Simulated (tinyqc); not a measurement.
What moves the results: Gamma, L and X subbands of a thin body with non-parabolic valleys. A value that a table varies takes the place of the one given here.

Hard walls, flat band, c = hbar^2/2m0, energies from the bulk Gamma edge. For a valley at angle theta to the normal 1/m_z = cos^2/ml + sin^2/mt and m_d = sqrt(ml mt^2/m_z). Subband n starts at E_v + e with e (1 + a e) = c (n pi/t)^2/m_z, and its density-of-states mass is taken as m_d (1 + 2 a e), without further growth at higher in-plane energy. Groups are named by valley and degeneracy.

n_i = g m/(2 pi c) kB T ln(1 + exp((EF - E_i)/kB T)), sum n_i = Ns (1e12/cm^2 = 1e-4/angstrom^2), c = hbar^2/2m0. Quantum capacitance Cq = 1602.176634 sum g m/(2 pi c) f_i in microfarad/cm^2 with f_i = 1/(1 + exp((E_i - EF)/kB T)); Cox = 34.5313/eot (one gate); C/Cox = Cq/(Cq + Cox), the centroid term left out.

Constants: hbar^2/2m0 = 3.80998211 eV angstrom^2; kB = 8.617333262e-05 eV/K.

Values chosen for the exercise (near those of a thin InP channel; not measured data):
- face = 100 (surface)
- mG = 0.0796 m0 (Gamma mass)
- aG = 0.6 1/eV (Gamma non-parabolicity)
- EL = 0.572 eV (L edge above Gamma)
- mL = (1.585, 0.098) m0 (L valleys (four, along <111>): ml, mt)
- EX = 0.988 eV (X edge above Gamma)
- mX = (0.845, 0.271) m0 (X valleys (three, along <100>): ml, mt)
- aS = 0.45 1/eV (non-parabolicity of L and X)
- Ns = 6.7 x 1e12/cm^2 (sheet density)
- T = 300 K (temperature)
- eot = 12 angstrom (equivalent oxide thickness)
- ts = (20, 26, 34, 45, 60, 85, 130) angstrom (thicknesses)
- t = 64 angstrom (body thickness)
- Nl = (0.5, 1, 2, 4, 7, 11, 16) x 1e12/cm^2 (sheet densities)

## Thinning the body

Lowest edge of each valley type, the lowest group, the Gamma share and C/Cox, with n = 1 to 8 of all groups.

Results:
```
t (angstrom)  Gamma (eV)  L (eV)  X (eV)  lowest  Gamma share (%)  C/Cox
20                 0.798   1.104   1.094      G1             99.9  0.782
26                 0.530   0.911   1.052      G1            100.0  0.750
34                 0.339   0.781   1.026      G1            100.0  0.722
45                 0.207   0.695   1.010      G1            100.0  0.698
60                 0.122   0.643   1.000      G1            100.0  0.682
85                 0.063   0.608   0.994      G1            100.0  0.759
130                0.027   0.587   0.991      G1            100.0  0.797
```

From 130 down to 20 angstrom Gamma rises by 0.77 eV, L by 0.52 and X by 0.10 eV, the light Gamma mass moving most. G1 stays lowest throughout. The Gamma share stays near 100 %. C/Cox is 0.80 and 0.78 at the ends and lies between 0.68 and 0.80. Hard walls overstate the rise in the thinnest rows.

## Raising the sheet density

Fixed thickness, n = 1 to 8 of all groups; the gate overdrive above the lowest edge is (EF - E_lowest)/e + 0.1602177 Ns/Cox in volts.

Results:
```
Ns (1e12/cm^2)  EF - lowest (eV)  Gamma share (%)     Cq  C/Cox  overdrive (V)
0.5                       -0.010            100.0   2.42  0.457          0.018
1.0                        0.015            100.0   3.87  0.574          0.071
2.0                        0.050            100.0   5.25  0.646          0.161
4.0                        0.106            100.0   5.94  0.674          0.329
7.0                        0.185            100.0   6.31  0.687          0.575
11.0                       0.269            100.0   9.97  0.776          0.882
16.0                       0.336             99.9  13.29  0.822          1.227
```

The lowest subband is G1 n=1. At the highest density band filling takes 0.336 V of the 1.227 V overdrive. Cq grows from 2.4 to 13.3 microfarad/cm^2 while EF moves from -0.010 to +0.336 eV against the lowest edge; the Gamma share stays near 100 %.

## What each parameter does

n = 1 to 8 of all groups. Each row changes one parameter from the base and keeps the others.

Results:
```
case                   lowest edge (eV)  EF (eV)  Gamma share (%)  C/Cox
base                              0.108    0.286            100.0  0.684
t = 58 angstrom                   0.130    0.304            100.0  0.683
mG = 0.0915 m0                    0.095    0.251            100.0  0.713
aG = 0.42 1/eV                    0.110    0.294            100.0  0.674
EL = 0.622 eV                     0.108    0.286            100.0  0.684
Ns = 10.1 x 1e12/cm^2             0.108    0.362            100.0  0.754
eot = 10 angstrom                 0.108    0.286            100.0  0.644
T = 250 K                         0.108    0.286            100.0  0.681
```

The largest shifts from the base row, up to three for each result and ties (the steps differ in size, so this ranks the rows, not the parameters). lowest edge (eV): t +0.022, mG -0.013, aG +0.002; unchanged at the printed digits by EL, Ns, eot and T. EF (eV): Ns +0.076, mG -0.035, t +0.019; unchanged at the printed digits by EL, eot and T. Gamma share (%): unchanged at the printed digits by t, mG, aG, EL, Ns, eot and T. C/Cox: Ns +0.070, eot -0.041, mG +0.028; unchanged at the printed digits by EL.

(tinyqc, `OMP_NUM_THREADS=1 python tinyqc.py 1280367 1280368 out.jsonl`, Intel(R) Xeon(R) Processor @ 2.30GHz, 1 thread, shared host, about 0.03 s.)
